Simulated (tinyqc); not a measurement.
Growth mode over temperature: epitaxial growth on a vicinal surface: Burton-Cabrera-Frank step flow, step-edge barrier and island nucleation. Computed by tinyqc, a small Python program. Command: `OMP_NUM_THREADS=1 python tinyqc.py 3008667 3008668 out.jsonl stepflow walk`. One thread of a shared host (Intel(R) Xeon(R) Processor @ 2.30GHz), about 0.01 s of CPU time with the checks.

Adatoms land at rate F, hop on a square grid (a simplification for hexagonal faces), desorb, or join steps. Lengths are in units of a and n is the adatom coverage. Steps ascend at x = 0 and descend at x = l.

Inputs (values chosen for the exercise, close to those used for GaAs(001)): site spacing a = 4 angstrom; step height h = 2.83 angstrom; diffusion barrier E_d = 1.22 eV; desorption energy E_a = 2.56 eV; adatom formation energy E_f = 0.967 eV; step-edge barrier E_s = 0 eV; attempt frequency nu = 5 THz; deposition rate F = 0.15 layers/s; miscut angle = 0.3 degrees; temperature T = 540 C; critical nucleus size i = 2; binding energy of the critical nucleus E_i = 0.42 eV.

Constants: k_B = 8.617333262e-05 eV/K.

Method:
- D = nu exp(-E_d/(k_B T)) (a^2/s, nu counted per direction); tau = exp(E_a/(k_B T))/nu; x_s = sqrt(D tau); n_eq = exp(-E_f/(k_B T)); terrace width l = h/(a tan(miscut)); Schwoebel length l_s = exp(E_s/(k_B T)) - 1.
- D n'' - n/tau + F = 0 with n(0) = n_eq and -l_s n'(l) = n(l) - n_eq. With u = n - F tau, A = n_eq - F tau, y = l/x_s, s = l_s/x_s: u = A cosh(x/x_s) + B sinh(x/x_s), B = A (1 - cosh y - s sinh y)/(sinh y + s cosh y). Flux into the ascending step J+ = D B/x_s, over the descending one J- = -(D/x_s)(A sinh y + B cosh y); step velocity J+ + J-; growth rate (J+ + J-)/l. For small y: J+ + J- = (F - n_eq/tau) l, J-/J+ = l/(l + 2 l_s).
- Island density on a flat surface without desorption: N = 0.25 (F/D)^(i/(i+2)) exp(E_i/((i+2) k_B T)) per site, with E_i = 0 for i = 1; spacing l_n = N^(-1/2). Step flow needs an effective width l_eff = 2 x(peak) below l_n.
- Temperatures in kelvin are T(C) + 273.15.
- x(peak) solves tanh(x/x_s) = -B/A. Rows where evaporation outweighs deposition are left out.

Scales:
```
T (C)     x_s (a)  l_s (a)  incorporated share  l_n (a)  l_eff/l_n
340    3.2141e+05        0             1.00000    5.537     24.403
390    1.2355e+05        0             1.00000    9.222     14.652
440    5.4305e+04        0             1.00000   14.300      9.449
490    2.6584e+04        0             1.00000   20.934      6.455
540    1.4209e+04        0             0.99999   29.243      4.621
590    8.1660e+03        0             0.99998   39.298      3.438
640    4.9866e+03        0             0.99994   51.129      2.643
690    3.2051e+03        0             0.99984   64.728      2.088
740    2.1519e+03        0             0.99958   80.060      1.688
```

The ratio stays above 1: islands in every row. Incorporation goes from 100.0 % to 100.0 %.

Extremes, crossings and ranges named in words are read from the listed rows.
